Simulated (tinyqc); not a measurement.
When the interface binds a state: heterojunction of two tight-binding chains.

Left chain: hopping -t1, sites at 2 t1 (band bottom 0). Right chain: hopping -t2, sites at dE + 2 t2 (bottom dE). t = c/(m a^2), c = hbar^2/2m0. The bond across the interface is -tc with tc = f sqrt(t1 t2), and the last left site has the extra energy U. In a chain E = bottom + 2t (1 - cos(ka)); the surface Green function of a half chain is g = -exp(ika)/t, with Im k > 0 where cos(ka) > 1.

Constants: hbar^2/2m0 = 3.80998211 eV angstrom^2.

Values chosen for the exercise (masses and offset of the size met at InAs / GaSb; the results hold for these values, not for the real material): a = 5 angstrom (site spacing); m1 = 0.024 m0 (mass on the left); m2 = 0.037 m0 (mass on the right); dE = 0.93 eV (band offset); f = 1 (factor on the interface hopping).

A state below both bands solves E - 2 t1 - U - S1(E) - S2(E) = 0 for E < 0, with S1 = -t1 z1, S2 = -(tc^2/t2) z2 and |z| < 1 the decaying root of z + 1/z = 2 - (E - bottom)/t. Decay lengths -a/ln|z|. The threshold is the U that solves the equation at E = 0. A dash: no bound state.

Interface state:

| U (eV) | E (eV) | decay left (angstrom) | decay right (angstrom) |
|---|---|---|---|
| -0.72 | - | - | - |
| -1.43 | - | - | - |
| -2.15 | - | - | - |
| -2.62 | -0.0079 | 141.9 | 10.6 |
| -3.10 | -0.0615 | 50.8 | 10.3 |
| -3.82 | -0.2051 | 27.9 | 9.6 |
| -4.77 | -0.4747 | 18.3 | 8.7 |
| -7.15 | -1.4385 | 10.6 | 6.7 |

threshold U = -2.3844 eV

What can be read from this table?

The step pushes the state out, so an attraction must exceed 2.3844 eV to bind; 5 of the 8 rows are bound. At U = -7.15 eV the state decays over 10.6 angstrom to the left and 6.7 to the right, where the band lies higher.

Program tinyqc; command `OMP_NUM_THREADS=1 python tinyqc.py 1451464 1451465 out.jsonl`; about 0.01 s on one thread of a shared Intel(R) Xeon(R) Processor @ 2.30GHz.
